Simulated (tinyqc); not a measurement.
Thermal and gravitational stress in a wafer during furnace and rapid thermal processing, and the onset of slip. Changing the wafer radius R. Computed by tinyqc, a small Python program. Command: `OMP_NUM_THREADS=1 python tinyqc.py 3019426 3019427 out.jsonl slip sweep`. One thread of a shared host (Intel(R) Xeon(R) Processor @ 2.30GHz), about 0.01 s of CPU time with the checks.

A thin free disc in plane stress, isotropic; T(r) = T_centre + dT (r/R)^n. Stress is positive in tension; sigma_SB = 5.670374419e-8 W/(m^2 K^4), g = 9.80665 m/s^2.

Inputs (values chosen for the exercise, modelled on silicon):

| quantity | value | unit |
|---|---|---|
| thickness t | 775 | micrometre |
| Young's modulus E | 159 | GPa |
| Poisson ratio nu | 0.26 | - |
| expansion alpha | 4.26 | 1e-6/K |
| temperature T | 1250 | K |
| prefactor A of the critical stress | 0.00021 | MPa |
| energy U of the critical stress | 1.07 | eV |
| density rho | 2330 | kg/m^3 |
| heat capacity c | 916 | J/(kg K) |
| conductivity k | 28.7 | W/(m K) |
| wafer spacing s | 16 | mm |
| ramp rate | 3.8 | K/min |
| radius of the support ring over R | 0.52 | - |

Constants: k_B = 8.617333262e-05 eV/K.

Method:
- Critical resolved stress tau_c = A exp(U/(k_B T)), a form chosen for the exercise; slip when 0.492799 |s_tt(R)| > tau_c; allowed |dT| = tau_c (n + 2)/(0.492799 n alpha E).
- In a stack heated from the rim, heat flows inward by conduction and by radiation between wafers: k_eff = k + (16/3) sigma_SB T^3 s^2/t (a diffusion estimate with the spacing as path length). A steady ramp gives the parabolic lag dT = rho c (ramp) R^2/(4 k_eff); the allowed ramp uses n = 2.
- Own weight q = rho g t on a ring of radius b R, x = r/R: moments of an edge-supported plate, M_r = q R^2 (3 + nu)(1 - x^2)/16 and M_t = q R^2 [(3 + nu) - (1 + 3 nu) x^2]/16, less the uniform moment inside the ring load, q R^2 [(1 - nu)(1 - b^2) - 2 (1 + nu) ln b]/8; stress at the lower face = 6 M/t^2.

One run for each value:

| wafer radius R (mm) | allowed ramp rate (K/min) | lag of the centre (K) | stress at the centre (MPa) |
|---|---|---|---|
| 50.0 | 261.0 | 0.377 | -0.0308 |
| 62.5 | 167.1 | 0.590 | -0.0482 |
| 75.0 | 116.0 | 0.849 | -0.0694 |
| 100.0 | 65.3 | 1.510 | -0.1233 |
| 150.0 | 29.0 | 3.397 | -0.2775 |
| 225.0 | 12.9 | 7.644 | -0.6244 |

Over the rows, allowed ramp rate (K/min) falls from 261 to 12.9 (exponent d ln y / d ln x about -2.0 throughout); lag of the centre (K) rises from 0.377 to 7.64 (exponent d ln y / d ln x about 2.0 throughout); stress at the centre (MPa) falls from -0.0308 to -0.624. The exponent of allowed ramp rate stays at -2: diffusion over the radius. The exponent of lag of the centre stays at 2: diffusion over the radius. The thickness is held fixed; lag and sag stress both grow as R^2, which is why larger wafers are thicker and ramped more slowly or heated singly.
